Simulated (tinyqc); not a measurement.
Defect, radiative and Auger recombination at equal electron and hole densities (ABC model), step by step. Values are carried at full precision from step to step, so a last printed digit may differ when a step is redone from the rounded ones.

J/(e d) = Ae n + B n^2 + C n^3 with Ae = A + 4 S/w (four side walls, carriers spread evenly), e = 1.602176634e-19 C, lengths in cm; internal efficiency IQE = B n^2/(Ae n + B n^2 + C n^3); all injected carriers recombine in the layer.

Inputs chosen for the exercise (orders of magnitude like those quoted for Si; not measured data): A = 5400 1/s (defect rate); B = 6.3e-15 cm^3/s (radiative coefficient); C = 1e-30 cm^6/s (Auger coefficient); S = 0 cm/s (recombination velocity of the side walls); w = 5300 micrometre (side of the square mesa); d = 180000 nm (active thickness); J = 1.6 A/cm^2 (current density); ex = 0.68 (extraction efficiency); Eph = 1.12 eV (photon energy).

## The efficiency peak

IQE peaks at n_p = sqrt(Ae/C); with Q = B/sqrt(Ae C), IQE_max = Q/(Q + 2).

Ae = 5400 1/s
n_p = 7.348e+16 1/cm^3
Q = 0.08573
IQE_max = 0.0411
J at the peak = 2.39 A/cm^2

The side walls are taken as passivated.

## Carrier density at the given current

G = J/(e d). Newton steps from the smallest of G/Ae, sqrt(G/B) and (G/C)^(1/3); stop when the relative step is below 1e-9.

G = 5.548e+20 1/(cm^3 s)

Newton steps:
```
step  n (1/cm^3)   rate/G  relative step
1     8.2170e+16  1.87645          -0.22
2     6.3952e+16  1.14034         -0.066
3     5.9738e+16  1.00621        -0.0034
4     5.9533e+16  1.00001       -7.7e-06
5     5.9533e+16  1.00000       -3.9e-11
```

n = 5.953e+16 1/cm^3

The start is an upper bound and the function is convex, so the steps fall monotonically; 5 are needed.

## Shares, lifetimes and light

Shares of the three paths; lifetime n/G = 1/(Ae + B n + C n^2); differential lifetime 1/(Ae + 2 B n + 3 C n^2) and bandwidth 1/(2 pi tau_d); optical power density ex IQE J Eph/e.

shares: defect 0.5794, radiative 0.0402, Auger 0.3803

lifetime = 1.07e+05 ns
differential lifetime = 5.96e+04 ns
bandwidth = 0.00267 MHz
optical power density = 0.0490 W/cm^2

The defect path is the largest; the device runs below its efficiency peak, where the defect and Auger shares are equal.

## Checks

- Density from Newton steps against bisection (1/cm^3): both 5.9533e+16.

Computed by tinyqc, a small Python program: `OMP_NUM_THREADS=1 python tinyqc.py 1652070 1652071 out.jsonl` (the numbers bound the seed that draws the inputs); one thread of a shared host (Intel(R) Xeon(R) Processor @ 2.30GHz), about 0.01 s for the whole set of steps.
